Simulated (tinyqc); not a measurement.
Worked calculation (part 1 of 2): coupled-perturbed Hartree-Fock on RHF in the 6-31g basis, for H4, spin multiplicity 1. Computed by tinyqc, a small Python program that keeps every step (integrals from PySCF). Settings: charge = 0, multiplicity = 1, basis = 6-31g, method = RHF, energy threshold = 1e-10, iteration cap = 59, orthogonalisation = symmetric, start = Wolfsberg-Helmholz matrix, DIIS depth = 6. Command: `OMP_NUM_THREADS=1 python tinyqc.py 26167 26168 out.jsonl` (the two numbers bound the seeds that draw the settings). One thread of a shared host (Intel(R) Xeon(R) Processor @ 2.60GHz), about 0.1 s of CPU time with the checks. Later iterations appear only in the table of the cycle.

## One-electron integrals

Geometry (angstrom):
```
atom       x       y       z
H     0.0000  0.0000  0.0000
H     0.0000  0.0000  0.7450
H     0.0000  0.0000  1.7900
H     0.0000  0.0000  2.5350
```

Basis 6-31g: exponents (1/bohr^2) and contraction coefficients of normalised primitives:
```
element  l (shell)  exponent  coefficient
H            s (1)   18.7311       0.0335
H            s (1)    2.8254       0.2347
H            s (1)    0.6401       0.8138
H            s (2)    0.1613       1.0000
```

Overlap, kinetic and nuclear-attraction integrals over the contracted functions; the nuclear repulsion is the sum of Za Zb / Rab.

nuclear repulsion = 2.727007 hartree

overlap S:
```
        1H 1s   1H 2s   2H 1s   2H 2s   3H 1s   3H 2s   4H 1s   4H 2s
1H 1s  1.0000  0.6583  0.4508  0.5073  0.0177  0.1467  0.0004  0.0326
1H 2s  0.6583  1.0000  0.5073  0.8523  0.1467  0.3975  0.0326  0.1572
2H 1s  0.4508  0.5073  1.0000  0.6583  0.2255  0.3943  0.0177  0.1467
2H 2s  0.5073  0.8523  0.6583  1.0000  0.3943  0.7302  0.1467  0.3975
3H 1s  0.0177  0.1467  0.2255  0.3943  1.0000  0.6583  0.4508  0.5073
3H 2s  0.1467  0.3975  0.3943  0.7302  0.6583  1.0000  0.5073  0.8523
4H 1s  0.0004  0.0326  0.0177  0.1467  0.4508  0.5073  1.0000  0.6583
4H 2s  0.0326  0.1572  0.1467  0.3975  0.5073  0.8523  0.6583  1.0000
```

kinetic energy T (hartree):
```
         1H 1s    1H 2s    2H 1s    2H 2s    3H 1s    3H 2s    4H 1s    4H 2s
1H 1s   1.3957   0.2597   0.2274   0.1651  -0.0267  -0.0001  -0.0016  -0.0128
1H 2s   0.2597   0.2419   0.1651   0.1842  -0.0001   0.0370  -0.0128  -0.0089
2H 1s   0.2274   0.1651   1.3957   0.2597   0.0078   0.1021  -0.0267  -0.0001
2H 2s   0.1651   0.1842   0.2597   0.2419   0.1021   0.1396  -0.0001   0.0370
3H 1s  -0.0267  -0.0001   0.0078   0.1021   1.3957   0.2597   0.2274   0.1651
3H 2s  -0.0001   0.0370   0.1021   0.1396   0.2597   0.2419   0.1651   0.1842
4H 1s  -0.0016  -0.0128  -0.0267  -0.0001   0.2274   0.1651   1.3957   0.2597
4H 2s  -0.0128  -0.0089  -0.0001   0.0370   0.1651   0.1842   0.2597   0.2419
```

nuclear attraction V (hartree):
```
         1H 1s    1H 2s    2H 1s    2H 2s    3H 1s    3H 2s    4H 1s    4H 2s
1H 1s  -2.8565  -1.5109  -1.3087  -1.2151  -0.0486  -0.3633  -0.0011  -0.0815
1H 2s  -1.5109  -1.6702  -1.3061  -1.5534  -0.3710  -0.7672  -0.0815  -0.3062
2H 1s  -1.3087  -1.3061  -3.1536  -1.7032  -0.6208  -1.0104  -0.0486  -0.3710
2H 2s  -1.2151  -1.5534  -1.7032  -1.9108  -1.0104  -1.4229  -0.3633  -0.7672
3H 1s  -0.0486  -0.3710  -0.6208  -1.0104  -3.1536  -1.7032  -1.3087  -1.3061
3H 2s  -0.3633  -0.7672  -1.0104  -1.4229  -1.7032  -1.9108  -1.2151  -1.5534
4H 1s  -0.0011  -0.0815  -0.0486  -0.3633  -1.3087  -1.2151  -2.8565  -1.5109
4H 2s  -0.0815  -0.3062  -0.3710  -0.7672  -1.3061  -1.5534  -1.5109  -1.6702
```

core Hamiltonian H = T + V (hartree):
```
         1H 1s    1H 2s    2H 1s    2H 2s    3H 1s    3H 2s    4H 1s    4H 2s
1H 1s  -1.4608  -1.2512  -1.0812  -1.0499  -0.0753  -0.3634  -0.0027  -0.0943
1H 2s  -1.2512  -1.4283  -1.1409  -1.3692  -0.3711  -0.7302  -0.0943  -0.3151
2H 1s  -1.0812  -1.1409  -1.7579  -1.4434  -0.6130  -0.9083  -0.0753  -0.3711
2H 2s  -1.0499  -1.3692  -1.4434  -1.6689  -0.9083  -1.2833  -0.3634  -0.7302
3H 1s  -0.0753  -0.3711  -0.6130  -0.9083  -1.7579  -1.4434  -1.0812  -1.1409
3H 2s  -0.3634  -0.7302  -0.9083  -1.2833  -1.4434  -1.6689  -1.0499  -1.3692
4H 1s  -0.0027  -0.0943  -0.0753  -0.3634  -1.0812  -1.0499  -1.4608  -1.2512
4H 2s  -0.0943  -0.3151  -0.3711  -0.7302  -1.1409  -1.3692  -1.2512  -1.4283
```

## Two-electron integrals

Functions are numbered as in S; the eight-fold symmetry (ij|kl) = (ji|kl) = (kl|ij) leaves the list below.

Two-electron integrals (ij|kl) in chemists' order, unique and non-zero (hartree):
```
(11|11) 1.0766     (21|11) 0.5785     (21|21) 0.3294     (22|11) 0.5874
(22|21) 0.3613     (22|22) 0.4532     (31|11) 0.4035     (31|21) 0.2296
(31|22) 0.2503     (31|31) 0.1963     (32|11) 0.3444     (32|21) 0.2087
(32|22) 0.2515     (32|31) 0.1853     (32|32) 0.1947     (33|11) 0.6591
(33|21) 0.4062     (33|22) 0.4970     (33|31) 0.4035     (33|32) 0.4391
(33|33) 1.0766     (41|11) 0.4391     (41|21) 0.2509     (41|22) 0.2767
(41|31) 0.1853     (41|32) 0.1719     (41|33) 0.3444     (41|41) 0.1947
(42|11) 0.4790     (42|21) 0.2963     (42|22) 0.3762     (42|31) 0.2226
(42|32) 0.2333     (42|33) 0.4790     (42|41) 0.2333     (42|42) 0.3292
(43|11) 0.4062     (43|21) 0.2505     (43|22) 0.3118     (43|31) 0.2296
(43|32) 0.2509     (43|33) 0.5785     (43|41) 0.2087     (43|42) 0.2963
(43|43) 0.3294     (44|11) 0.4970     (44|21) 0.3118     (44|22) 0.4092
(44|31) 0.2503     (44|32) 0.2767     (44|33) 0.5874     (44|41) 0.2515
(44|42) 0.3762     (44|43) 0.3613     (44|44) 0.4532     (51|11) 0.0101
(51|21) 0.0063     (51|22) 0.0081     (51|31) 0.0061     (51|32) 0.0070
(51|33) 0.0168     (51|41) 0.0054     (51|42) 0.0080     (51|43) 0.0094
(51|44) 0.0100     (51|51) 2.80e-04   (52|11) 0.0533     (52|21) 0.0348
(52|22) 0.0502     (52|31) 0.0314     (52|32) 0.0401     (52|33) 0.0921
(52|41) 0.0293     (52|42) 0.0512     (52|43) 0.0566     (52|44) 0.0700
(52|51) 0.0017     (52|52) 0.0160     (53|11) 0.0948     (53|21) 0.0616
(53|22) 0.0866     (53|31) 0.0588     (53|32) 0.0746     (53|33) 0.1795
(53|41) 0.0525     (53|42) 0.0886     (53|43) 0.1051     (53|44) 0.1197
(53|51) 0.0033     (53|52) 0.0264     (53|53) 0.0471     (54|11) 0.1306
(54|21) 0.0856     (54|22) 0.1256     (54|31) 0.0760     (54|32) 0.0983
(54|33) 0.2231     (54|41) 0.0718     (54|42) 0.1288     (54|43) 0.1395
(54|44) 0.1788     (54|51) 0.0043     (54|52) 0.0428     (54|53) 0.0685
(54|54) 0.1171     (55|11) 0.2956     (55|21) 0.1945     (55|22) 0.2918
(55|31) 0.1691     (55|32) 0.2231     (55|33) 0.4993     (55|41) 0.1623
(55|42) 0.3025     (55|43) 0.3211     (55|44) 0.4322     (55|51) 0.0101
(55|52) 0.1184     (55|53) 0.1795     (55|54) 0.3365     (55|55) 1.0766
(61|11) 0.1184     (61|21) 0.0687     (61|22) 0.0777     (61|31) 0.0549
(61|32) 0.0532     (61|33) 0.1115     (61|41) 0.0547     (61|42) 0.0682
(61|43) 0.0660     (61|44) 0.0764     (61|51) 0.0017     (61|52) 0.0096
(61|53) 0.0176     (61|54) 0.0236     (61|55) 0.0533     (61|61) 0.0160
(62|11) 0.1848     (62|21) 0.1168     (62|22) 0.1559     (62|31) 0.0956
(62|32) 0.1081     (62|33) 0.2318     (62|41) 0.0949     (62|42) 0.1458
(62|43) 0.1427     (62|44) 0.1793     (62|51) 0.0040     (62|52) 0.0292
(62|53) 0.0495     (62|54) 0.0752     (62|55) 0.1848     (62|61) 0.0292
(62|62) 0.0716     (63|11) 0.2101     (63|21) 0.1325     (63|22) 0.1729
(63|31) 0.1242     (63|32) 0.1434     (63|33) 0.3365     (63|41) 0.1116
(63|42) 0.1690     (63|43) 0.1929     (63|44) 0.2139     (63|51) 0.0057
(63|52) 0.0374     (63|53) 0.0685     (63|54) 0.0937     (63|55) 0.2231
(63|61) 0.0361     (63|62) 0.0858     (63|63) 0.1171     (64|11) 0.2809
(64|21) 0.1806     (64|22) 0.2519     (64|31) 0.1522     (64|32) 0.1809
(64|33) 0.3938     (64|41) 0.1486     (64|42) 0.2440     (64|43) 0.2448
(64|44) 0.3143     (64|51) 0.0071     (64|52) 0.0579     (64|53) 0.0947
(64|54) 0.1529     (64|55) 0.3938     (64|61) 0.0469     (64|62) 0.1281
(64|63) 0.1529     (64|64) 0.2416     (65|11) 0.1945     (65|21) 0.1279
(65|22) 0.1906     (65|31) 0.1107     (65|32) 0.1440     (65|33) 0.3211
(65|41) 0.1065     (65|42) 0.1956     (65|43) 0.2050     (65|44) 0.2750
(65|51) 0.0063     (65|52) 0.0687     (65|53) 0.1051     (65|54) 0.1929
(65|55) 0.5785     (65|61) 0.0348     (65|62) 0.1168     (65|63) 0.1395
(65|64) 0.2448     (65|65) 0.3294     (66|11) 0.2918     (66|21) 0.1906
(66|22) 0.2795     (66|31) 0.1600     (66|32) 0.1988     (66|33) 0.4322
(66|41) 0.1572     (66|42) 0.2774     (66|43) 0.2750     (66|44) 0.3737
(66|51) 0.0081     (66|52) 0.0777     (66|53) 0.1197     (66|54) 0.2139
(66|55) 0.5874     (66|61) 0.0502     (66|62) 0.1559     (66|63) 0.1788
(66|64) 0.3143     (66|65) 0.3613     (66|66) 0.4532     (71|11) 1.79e-04
(71|21) 1.16e-04   (71|22) 1.64e-04   (71|31) 1.10e-04   (71|32) 1.40e-04
(71|33) 3.34e-04   (71|41) 9.89e-05   (71|42) 1.68e-04   (71|43) 1.97e-04
(71|44) 2.27e-04   (71|51) 6.18e-06   (71|52) 4.97e-05   (71|53) 8.83e-05
(71|54) 1.29e-04   (71|55) 3.34e-04   (71|61) 3.30e-05   (71|62) 9.37e-05
(71|63) 1.29e-04   (71|64) 1.79e-04   (71|65) 1.97e-04   (71|66) 2.27e-04
(71|71) 1.66e-07   (72|11) 0.0084     (72|21) 0.0055     (72|22) 0.0084
(72|31) 0.0047     (72|32) 0.0060     (72|33) 0.0131     (72|41) 0.0046
(72|42) 0.0085     (72|43) 0.0085     (72|44) 0.0120     (72|51) 2.58e-04
(72|52) 0.0030     (72|53) 0.0043     (72|54) 0.0086     (72|55) 0.0262
(72|61) 0.0015     (72|62) 0.0051     (72|63) 0.0058     (72|64) 0.0110
(72|65) 0.0153     (72|66) 0.0174     (72|71) 8.15e-06   (72|72) 0.0008
(73|11) 0.0057     (73|21) 0.0038     (73|22) 0.0056     (73|31) 0.0034
(73|32) 0.0044     (73|33) 0.0101     (73|41) 0.0032     (73|42) 0.0058
(73|43) 0.0063     (73|44) 0.0081     (73|51) 2.00e-04   (73|52) 0.0021
(73|53) 0.0033     (73|54) 0.0057     (73|55) 0.0168     (73|61) 0.0010
(73|62) 0.0034     (73|63) 0.0043     (73|64) 0.0071     (73|65) 0.0094
(73|66) 0.0100     (73|71) 6.18e-06   (73|72) 4.17e-04   (73|73) 2.80e-04
(74|11) 0.0354     (74|21) 0.0233     (74|22) 0.0352     (74|31) 0.0193
(74|32) 0.0247     (74|33) 0.0533     (74|41) 0.0191     (74|42) 0.0356
(74|43) 0.0348     (74|44) 0.0502     (74|51) 0.0010     (74|52) 0.0124
(74|53) 0.0176     (74|54) 0.0361     (74|55) 0.1115     (74|61) 0.0061
(74|62) 0.0215     (74|63) 0.0236     (74|64) 0.0469     (74|65) 0.0660
(74|66) 0.0764     (74|71) 3.30e-05   (74|72) 0.0035     (74|73) 0.0017
(74|74) 0.0160     (75|11) 0.1106     (75|21) 0.0728     (75|22) 0.1103
(75|31) 0.0606     (75|32) 0.0780     (75|33) 0.1691     (75|41) 0.0600
(75|42) 0.1123     (75|43) 0.1107     (75|44) 0.1600     (75|51) 0.0034
(75|52) 0.0421     (75|53) 0.0588     (75|54) 0.1242     (75|55) 0.4035
(75|61) 0.0193     (75|62) 0.0689     (75|63) 0.0760     (75|64) 0.1522
(75|65) 0.2296     (75|66) 0.2503     (75|71) 1.10e-04   (75|72) 0.0120
(75|73) 0.0061     (75|74) 0.0549     (75|75) 0.1963     (76|11) 0.1120
(76|21) 0.0737     (76|22) 0.1118     (76|31) 0.0600     (76|32) 0.0760
(76|33) 0.1623     (76|41) 0.0603     (76|42) 0.1120     (76|43) 0.1065
(76|44) 0.1572     (76|51) 0.0032     (76|52) 0.0378     (76|53) 0.0525
(76|54) 0.1116     (76|55) 0.3444     (76|61) 0.0191     (76|62) 0.0673
(76|63) 0.0718     (76|64) 0.1486     (76|65) 0.2087     (76|66) 0.2515
(76|71) 9.89e-05   (76|72) 0.0116     (76|73) 0.0054     (76|74) 0.0547
(76|75) 0.1853     (76|76) 0.1947     (77|11) 0.2087     (77|21) 0.1374
(77|22) 0.2087     (77|31) 0.1106     (77|32) 0.1393     (77|33) 0.2956
(77|41) 0.1120     (77|42) 0.2080     (77|43) 0.1945     (77|44) 0.2918
(77|51) 0.0057     (77|52) 0.0700     (77|53) 0.0948     (77|54) 0.2101
(77|55) 0.6591     (77|61) 0.0354     (77|62) 0.1253     (77|63) 0.1306
(77|64) 0.2809     (77|65) 0.4062     (77|66) 0.4970     (77|71) 1.79e-04
(77|72) 0.0243     (77|73) 0.0101     (77|74) 0.1184     (77|75) 0.4035
(77|76) 0.4391     (77|77) 1.0766     (81|11) 0.0243     (81|21) 0.0143
(81|22) 0.0167     (81|31) 0.0120     (81|32) 0.0121     (81|33) 0.0262
(81|41) 0.0116     (81|42) 0.0151     (81|43) 0.0153     (81|44) 0.0174
(81|51) 4.17e-04   (81|52) 0.0024     (81|53) 0.0043     (81|54) 0.0058
(81|55) 0.0131     (81|61) 0.0035     (81|62) 0.0067     (81|63) 0.0086
(81|64) 0.0110     (81|65) 0.0085     (81|66) 0.0120     (81|71) 8.15e-06
(81|72) 3.58e-04   (81|73) 2.58e-04   (81|74) 0.0015     (81|75) 0.0047
(81|76) 0.0046     (81|77) 0.0084     (81|81) 0.0008     (82|11) 0.0605
(82|21) 0.0389     (82|22) 0.0542     (82|31) 0.0328     (82|32) 0.0389
(82|33) 0.0848     (82|41) 0.0320     (82|42) 0.0525     (82|43) 0.0527
(82|44) 0.0677     (82|51) 0.0015     (82|52) 0.0125     (82|53) 0.0204
(82|54) 0.0329     (82|55) 0.0848     (82|61) 0.0101     (82|62) 0.0276
(82|63) 0.0329     (82|64) 0.0520     (82|65) 0.0527     (82|66) 0.0677
(82|71) 3.86e-05   (82|72) 0.0024     (82|73) 0.0015     (82|74) 0.0101
(82|75) 0.0328     (82|76) 0.0320     (82|77) 0.0605     (82|81) 0.0024
(82|82) 0.0112     (83|11) 0.0700     (83|21) 0.0448     (83|22) 0.0603
(83|31) 0.0421     (83|32) 0.0503     (83|33) 0.1184     (83|41) 0.0378
(83|42) 0.0599     (83|43) 0.0687     (83|44) 0.0777     (83|51) 0.0021
(83|52) 0.0147     (83|53) 0.0264     (83|54) 0.0374     (83|55) 0.0921
(83|61) 0.0124     (83|62) 0.0316     (83|63) 0.0428     (83|64) 0.0579
(83|65) 0.0566     (83|66) 0.0700     (83|71) 4.97e-05   (83|72) 0.0024
(83|73) 0.0017     (83|74) 0.0096     (83|75) 0.0314     (83|76) 0.0293
(83|77) 0.0533     (83|81) 0.0030     (83|82) 0.0125     (83|83) 0.0160
(84|11) 0.1253     (84|21) 0.0816     (84|22) 0.1182     (84|31) 0.0689
(84|32) 0.0848     (84|33) 0.1848     (84|41) 0.0673     (84|42) 0.1169
(84|43) 0.1168     (84|44) 0.1559     (84|51) 0.0034     (84|52) 0.0316
(84|53) 0.0495     (84|54) 0.0858     (84|55) 0.2318     (84|61) 0.0215
(84|62) 0.0646     (84|63) 0.0752     (84|64) 0.1281     (84|65) 0.1427
(84|66) 0.1793     (84|71) 9.37e-05   (84|72) 0.0067     (84|73) 0.0040
(84|74) 0.0292     (84|75) 0.0956     (84|76) 0.0949     (84|77) 0.1848
(84|81) 0.0051     (84|82) 0.0276     (84|83) 0.0292     (84|84) 0.0716
(85|11) 0.1393     (85|21) 0.0916     (85|22) 0.1376     (85|31) 0.0780
(85|32) 0.1012     (85|33) 0.2231     (85|41) 0.0760     (85|42) 0.1408
(85|43) 0.1440     (85|44) 0.1988     (85|51) 0.0044     (85|52) 0.0503
(85|53) 0.0746     (85|54) 0.1434     (85|55) 0.4391     (85|61) 0.0247
(85|62) 0.0848     (85|63) 0.0983     (85|64) 0.1809     (85|65) 0.2509
(85|66) 0.2767     (85|71) 1.40e-04   (85|72) 0.0121     (85|73) 0.0070
(85|74) 0.0532     (85|75) 0.1853     (85|76) 0.1719     (85|77) 0.3444
(85|81) 0.0060     (85|82) 0.0389     (85|83) 0.0401     (85|84) 0.1081
(85|85) 0.1947     (86|11) 0.2080     (86|21) 0.1366     (86|22) 0.2043
(86|31) 0.1123     (86|32) 0.1408     (86|33) 0.3025     (86|41) 0.1120
(86|42) 0.2030     (86|43) 0.1956     (86|44) 0.2774     (86|51) 0.0058
(86|52) 0.0599     (86|53) 0.0886     (86|54) 0.1690     (86|55) 0.4790
(86|61) 0.0356     (86|62) 0.1169     (86|63) 0.1288     (86|64) 0.2440
(86|65) 0.2963     (86|66) 0.3762     (86|71) 1.68e-04   (86|72) 0.0151
(86|73) 0.0080     (86|74) 0.0682     (86|75) 0.2226     (86|76) 0.2333
(86|77) 0.4790     (86|81) 0.0085     (86|82) 0.0525     (86|83) 0.0512
(86|84) 0.1458     (86|85) 0.2333     (86|86) 0.3292     (87|11) 0.1374
(87|21) 0.0905     (87|22) 0.1373     (87|31) 0.0728     (87|32) 0.0916
(87|33) 0.1945     (87|41) 0.0737     (87|42) 0.1366     (87|43) 0.1279
(87|44) 0.1906     (87|51) 0.0038     (87|52) 0.0448     (87|53) 0.0616
(87|54) 0.1325     (87|55) 0.4062     (87|61) 0.0233     (87|62) 0.0816
(87|63) 0.0856     (87|64) 0.1806     (87|65) 0.2505     (87|66) 0.3118
(87|71) 1.16e-04   (87|72) 0.0143     (87|73) 0.0063     (87|74) 0.0687
(87|75) 0.2296     (87|76) 0.2509     (87|77) 0.5785     (87|81) 0.0055
(87|82) 0.0389     (87|83) 0.0348     (87|84) 0.1168     (87|85) 0.2087
(87|86) 0.2963     (87|87) 0.3294     (88|11) 0.2087     (88|21) 0.1373
(88|22) 0.2074     (88|31) 0.1103     (88|32) 0.1376     (88|33) 0.2918
(88|41) 0.1118     (88|42) 0.2043     (88|43) 0.1906     (88|44) 0.2795
(88|51) 0.0056     (88|52) 0.0603     (88|53) 0.0866     (88|54) 0.1729
(88|55) 0.4970     (88|61) 0.0352     (88|62) 0.1182     (88|63) 0.1256
(88|64) 0.2519     (88|65) 0.3118     (88|66) 0.4092     (88|71) 1.64e-04
(88|72) 0.0167     (88|73) 0.0081     (88|74) 0.0777     (88|75) 0.2503
(88|76) 0.2767     (88|77) 0.5874     (88|81) 0.0084     (88|82) 0.0542
(88|83) 0.0502     (88|84) 0.1559     (88|85) 0.2515     (88|86) 0.3762
(88|87) 0.3613     (88|88) 0.4532
```

## Orthogonalisation

S = U s U^T; symmetric (Loewdin) form X = U s^(-1/2) U^T, so that X^T S X = 1.

eigenvalues of S: 0.0132  0.0899  0.3224  0.4834  0.5124  0.7006  2.0678  3.8102

X:
```
         1H 1s    1H 2s    2H 1s    2H 2s    3H 1s    3H 2s    4H 1s    4H 2s
1H 1s   1.3061  -0.4581  -0.1922  -0.0589   0.0249   0.1651  -0.0291  -0.0557
1H 2s  -0.4581   2.4454   0.1621  -2.0428   0.0141   0.9198  -0.0557  -0.3076
2H 1s  -0.1922   0.1621   1.3221  -0.6571  -0.0482   0.0728   0.0249   0.0141
2H 2s  -0.0589  -2.0428  -0.6571   4.4443   0.0728  -2.6948   0.1651   0.9198
3H 1s   0.0249   0.0141  -0.0482   0.0728   1.3221  -0.6571  -0.1922   0.1621
3H 2s   0.1651   0.9198   0.0728  -2.6948  -0.6571   4.4443  -0.0589  -2.0428
4H 1s  -0.0291  -0.0557   0.0249   0.1651  -0.1922  -0.0589   1.3061  -0.4581
4H 2s  -0.0557  -0.3076   0.0141   0.9198   0.1621  -2.0428  -0.4581   2.4454
```

## Starting guess

The start is the generalised Wolfsberg-Helmholz matrix (K = 1.75) built on H; D = 2 C_occ C_occ^T.

D at the start:
```
         1H 1s    1H 2s    2H 1s    2H 2s    3H 1s    3H 2s    4H 1s    4H 2s
1H 1s   0.1554   0.1410   0.1936   0.1335  -0.1274  -0.0613  -0.1375  -0.1156
1H 2s   0.1410   0.1304   0.1875   0.1366  -0.0937  -0.0341  -0.1156  -0.0945
2H 1s   0.1936   0.1875   0.2985   0.2406  -0.0532   0.0272  -0.1274  -0.0937
2H 2s   0.1335   0.1366   0.2406   0.2110   0.0272   0.0814  -0.0613  -0.0341
3H 1s  -0.1274  -0.0937  -0.0532   0.0272   0.2985   0.2406   0.1936   0.1875
3H 2s  -0.0613  -0.0341   0.0272   0.0814   0.2406   0.2110   0.1335   0.1366
4H 1s  -0.1375  -0.1156  -0.1274  -0.0613   0.1936   0.1335   0.1554   0.1410
4H 2s  -0.1156  -0.0945  -0.0937  -0.0341   0.1875   0.1366   0.1410   0.1304
```

## Iteration 1: building the Fock matrix

J_ij = sum D_kl (ij|kl), K_ij = sum D_kl (ik|jl); F = H + J - 0.5 K; E = tr D H + tr D J / 2 - 0.25 tr D K + E_nn.

Coulomb J (hartree):
```
        1H 1s   1H 2s   2H 1s   2H 2s   3H 1s   3H 2s   4H 1s   4H 2s
1H 1s  1.9290  1.1771  0.9714  0.9513  0.0397  0.2898  0.0010  0.0662
1H 2s  1.1771  1.4959  1.0604  1.3960  0.3148  0.6984  0.0662  0.2800
2H 1s  0.9714  1.0604  2.3131  1.3975  0.5128  0.8453  0.0397  0.3148
2H 2s  0.9513  1.3960  1.3975  1.7333  0.8453  1.3010  0.2898  0.6984
3H 1s  0.0397  0.3148  0.5128  0.8453  2.3131  1.3975  0.9714  1.0604
3H 2s  0.2898  0.6984  0.8453  1.3010  1.3975  1.7333  0.9513  1.3960
4H 1s  0.0010  0.0662  0.0397  0.2898  0.9714  0.9513  1.9290  1.1771
4H 2s  0.0662  0.2800  0.3148  0.6984  1.0604  1.3960  1.1771  1.4959
```

exchange K (hartree):
```
         1H 1s   1H 2s   2H 1s   2H 2s   3H 1s   3H 2s    4H 1s   4H 2s
1H 1s   0.9729  0.8123  0.8572  0.7583  0.0523  0.2811  -0.0770  0.0386
1H 2s   0.8123  0.8086  0.8941  0.8476  0.2552  0.4653   0.0386  0.1890
2H 1s   0.8572  0.8941  1.2574  1.0267  0.3654  0.6112   0.0523  0.2552
2H 2s   0.7583  0.8476  1.0267  1.0252  0.6112  0.7865   0.2811  0.4653
3H 1s   0.0523  0.2552  0.3654  0.6112  1.2574  1.0267   0.8572  0.8941
3H 2s   0.2811  0.4653  0.6112  0.7865  1.0267  1.0252   0.7583  0.8476
4H 1s  -0.0770  0.0386  0.0523  0.2811  0.8572  0.7583   0.9729  0.8123
4H 2s   0.0386  0.1890  0.2552  0.4653  0.8941  0.8476   0.8123  0.8086
```

Fock matrix F (hartree):
```
         1H 1s    1H 2s    2H 1s    2H 2s    3H 1s    3H 2s    4H 1s    4H 2s
1H 1s  -0.0182  -0.4802  -0.5384  -0.4778  -0.0618  -0.2141   0.0367  -0.0474
1H 2s  -0.4802  -0.3367  -0.5276  -0.3970  -0.1839  -0.2644  -0.0474  -0.1297
2H 1s  -0.5384  -0.5276  -0.0735  -0.5592  -0.2828  -0.3686  -0.0618  -0.1839
2H 2s  -0.4778  -0.3970  -0.5592  -0.4482  -0.3686  -0.3756  -0.2141  -0.2644
3H 1s  -0.0618  -0.1839  -0.2828  -0.3686  -0.0735  -0.5592  -0.5384  -0.5276
3H 2s  -0.2141  -0.2644  -0.3686  -0.3756  -0.5592  -0.4482  -0.4778  -0.3970
4H 1s   0.0367  -0.0474  -0.0618  -0.2141  -0.5384  -0.4778  -0.0182  -0.4802
4H 2s  -0.0474  -0.1297  -0.1839  -0.2644  -0.5276  -0.3970  -0.4802  -0.3367
```

total energy of this density = -2.130448 hartree
